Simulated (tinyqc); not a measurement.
Planar ballistic transistor, top-of-the-barrier model: output curve.

At the top of the source barrier, states moving towards the drain are filled by the source (Fermi level 0) and states moving back by the drain (Fermi level -q Vd); nothing scatters. U is the shift of the band edge there, set by the capacitances CG, CD and CS (the total) and by the charge. Parabolic two-dimensional band; the source is grounded.

N0 = gv m kB T/(pi hbar^2), CG = eps0 eox/tox, vT = sqrt(2 kB T/(pi m)), CS = CG/aG, n0 = n at U = 0 and Vd = 0. eta1 = -(E0 + U)/Vt, eta2 = eta1 - Vd/Vt, n = (N0/2)[F_0(eta1) + F_0(eta2)], F_0(x) = ln(1 + exp x). U = UL + q (n - n0)/CS with UL = -(aG Vg + aD Vd), energies in eV. I = q (N0/2) vT [F_(1/2)(eta1) - F_(1/2)(eta2)] per width, F_(1/2)(x) = (2/sqrt(pi)) int_0^infinity u^(1/2)/(1 + exp(u - x)) du. CQ = (q/Vt) dn/d(eta1).

Values chosen for this exercise; mass and valleys close to those of indium arsenide: temperature T = 400 K; effective mass m = 0.0291 m0; valley degeneracy gv = 1; relative permittivity of the gate insulator eox = 9; insulator thickness tox = 3.3 nm; gate control CG/CS aG = 0.95; drain control CD/CS aD = 0.017; band edge at the barrier top above the source Fermi level at zero bias E0 = 0.24 eV; gate voltage Vg = 0.4 V.

Constants: q = 1.602176634e-19 C, kB = 1.380649e-23 J/K, hbar = 1.054571817e-34 J s, m0 = 9.1093837015e-31 kg, Vt = kB T/q, eps0 = 8.8541878128e-14 F/cm where lengths are in cm. Results are converted to the units shown.

Result of one run:
```
eta1,n (cm^-2),I (uA/um),mean velocity I/(q n) (cm/s),CQ/CS
2.3186,9.5628e11,54.467,3.5550e6,0.68735
```

Which drain voltage Vd gave this result: 0.01, 0.1, 0.15 or 0.3 V?

Vd = 0.01 V.

The whole series:
```
Vd (V),eta1,n (cm^-2),I (uA/um),mean velocity I/(q n) (cm/s),CQ/CS
0.01,2.3186,9.5628e11,54.467,3.5550e6,0.68735
0.025,2.4087,9.1104e11,131.42,9.0037e6,0.67459
0.05,2.5499,8.4053e11,245.80,1.8252e7,0.64274
0.1,2.7803,7.2804e11,414.93,3.5573e7,0.54073
0.15,2.9168,6.6688e11,502.94,4.7072e7,0.43713
0.2,2.9787,6.4653e11,536.64,5.1807e7,0.38604
0.3,3.0300,6.4541e11,554.98,5.3670e7,0.36676
0.4,3.0671,6.5214e11,563.84,5.3964e7,0.36614
0.6,3.1393,6.6658e11,580.56,5.4360e7,0.36720
0.8,3.2114,6.8108e11,597.44,5.4750e7,0.36826
```

The current rises from 54.5 to 597 uA/um; n goes from 9.56e11 through a minimum of 6.45e11 (at Vd = 0.3 V among the rows listed) to 6.81e11 cm^-2 and eta1 rises from 2.32 to 3.21. The resistance in the first row is 184 ohm um, though nothing scatters in the channel. The current passes 90 % of its last value at Vd = 0.3 V among the rows, where eta2 = -5.7: the drain no longer fills returning states.

Computed by the program tinyqc: `OMP_NUM_THREADS=1 python tinyqc.py 2400156 2400157 out.jsonl`, one thread of a shared Intel Xeon 2.30GHz, about 0.01 s for the whole run.
